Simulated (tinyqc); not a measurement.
Hubbard ring of 5 sites, step by step. Computed by tinyqc, a small Python program that keeps every step. Settings: hopping = 1.3, U = 3.6, mixing = 0.5, iteration cap = 57. Command: `OMP_NUM_THREADS=1 python tinyqc.py 28990 28991 out.jsonl` (the two numbers bound the seeds that draw the settings). One thread of a shared host (Intel(R) Xeon(R) Processor @ 2.60GHz), about 0.2 s of CPU time with the checks. Later iterations appear only in the table of the cycle.

## Mean-field iteration 1

one-body matrix (hopping and site energies) (eV):
```
           1          2          3          4          5
1   0.000000  -1.300000   0.000000   0.000000  -1.300000
2  -1.300000   0.000000  -1.300000   0.000000   0.000000
3   0.000000  -1.300000   0.000000  -1.300000   0.000000
4   0.000000   0.000000  -1.300000   0.000000  -1.300000
5  -1.300000   0.000000   0.000000  -1.300000   0.000000
```

U = 3.600000 eV

electrons, up and down: 3  2

mixing = 0.500000

n(up) at the start (a guess, not normalised): 1 0.650000, 2 0.550000, 3 0.650000, 4 0.550000, 5 0.650000

n(down) at the start (a guess): 1 0.350000, 2 0.450000, 3 0.350000, 4 0.450000, 5 0.350000

H(up) = T + U n(down), H(down) = T + U n(up); fill the lowest levels; n(new) = n + mixing (n(out) - n); E = tr T (rho up + rho down) + U sum n_up n_down of the output.

levels, up (eV): -1.203873  0.484432  0.707647  3.472353  3.559440

levels, down (eV): -0.412049  1.267632  1.509517  4.262531  4.352368

energy = -3.377456 eV

n(up) after iteration 1: 1 0.639073, 2 0.551233, 3 0.644389, 4 0.551233, 5 0.639073

n(down) after iteration 1: 1 0.321880, 2 0.528486, 3 0.274269, 4 0.528486, 5 0.321880

## Mean-field iteration 2

As before.

levels, up (eV): -1.212178  0.331045  0.851243  3.510073  3.629817

levels, down (eV): -0.428247  1.261849  1.480409  4.252739  4.323251

energy = -3.461587 eV

n(up) after iteration 2: 1 0.649852, 2 0.520799, 3 0.671198, 4 0.520799, 5 0.649852

n(down) after iteration 2: 1 0.310893, 2 0.565111, 3 0.235491, 4 0.565111, 5 0.310893

## Convergence

Each step fills the lowest levels of T + U n(other spin) and sets n(new) = n + mixing (n(out) - n); stop when output and input agree to 1e-8.

Course of the cycle:

| iteration | E (eV) | largest \|n(out) - n(in)\| | mean \|n_up - n_down\| |
|---|---|---|---|
| 1 | -3.37745570 | 1.57e-01 | 0.243605 |
| 2 | -3.46158700 | 7.76e-02 | 0.289097 |
| 3 | -3.49510680 | 5.93e-02 | 0.326589 |
| 4 | -3.51918825 | 5.17e-02 | 0.358789 |
| 5 | -3.53750170 | 4.47e-02 | 0.386806 |
| 6 | -3.55166008 | 3.88e-02 | 0.411218 |
| 7 | -3.56260780 | 3.37e-02 | 0.432418 |
| 8 | -3.57099238 | 2.92e-02 | 0.450723 |
| 9 | -3.57732149 | 2.52e-02 | 0.466422 |
| 10 | -3.58202211 | 2.17e-02 | 0.479794 |
| 11 | -3.58545763 | 1.85e-02 | 0.491112 |
| ... | ... | ... | ... |
| 47 | -3.59363372 | 1.54e-05 | 0.546207 |
| 48 | -3.59363372 | 1.25e-05 | 0.546214 |
| 49 | -3.59363372 | 1.02e-05 | 0.546220 |
| 50 | -3.59363372 | 8.32e-06 | 0.546224 |
| 51 | -3.59363372 | 6.78e-06 | 0.546228 |
| 52 | -3.59363372 | 5.53e-06 | 0.546231 |
| 53 | -3.59363372 | 4.51e-06 | 0.546234 |
| 54 | -3.59363372 | 3.67e-06 | 0.546236 |
| 55 | -3.59363372 | 2.99e-06 | 0.546238 |
| 56 | -3.59363372 | 2.44e-06 | 0.546239 |
| 57 | -3.59363372 | 1.99e-06 | 0.546240 |

Not converged within 57 iterations: the residual falls steadily but slowly, by a factor of about 0.82 a step. The lowest mean-field energy found from random starts is -3.59363 eV. Reruns (cap 100 unless said): mixing 0.2: not converged; mixing 0.9: converged in 43 (E = -3.59363); the original settings with a cap of 400: converged in 83 (E = -3.59363).

## Exact diagonalisation (100 states)

Lowest levels of the sector, and the double occupancy of the lowest state.

lowest levels (eV): -4.263082  -4.263082  -2.875273  -2.512017  -2.512017  -1.557945

double occupancy per site = 0.131036

## The lowest level by Lanczos steps

From a random start vector (not printed): a_j = <q_j|H|q_j>, b_j = norm of the remainder after orthogonalising; the Ritz value is the lowest eigenvalue of the tridiagonal matrix of a and b so far.

Lanczos:

| j | a_j (eV) | b_j (eV) | lowest Ritz value (eV) |
|---|---|---|---|
| 1 | 2.498896 | 4.931280 | 2.49889622 |
| 2 | 4.896266 | 5.115721 | -1.37729489 |
| 3 | 3.727678 | 4.538681 | -3.17758770 |
| 4 | 4.481452 | 4.004399 | -3.92319243 |
| 5 | 4.765575 | 4.201017 | -4.14777910 |
| 6 | 5.094597 | 3.613579 | -4.22393895 |
| 7 | 2.990868 | 3.707412 | -4.24944292 |
| 8 | 4.231960 | 3.152135 | -4.26008128 |
| 9 | 5.549441 | 3.873942 | -4.26222912 |
| 10 | 4.369170 | 3.758048 | -4.26280955 |
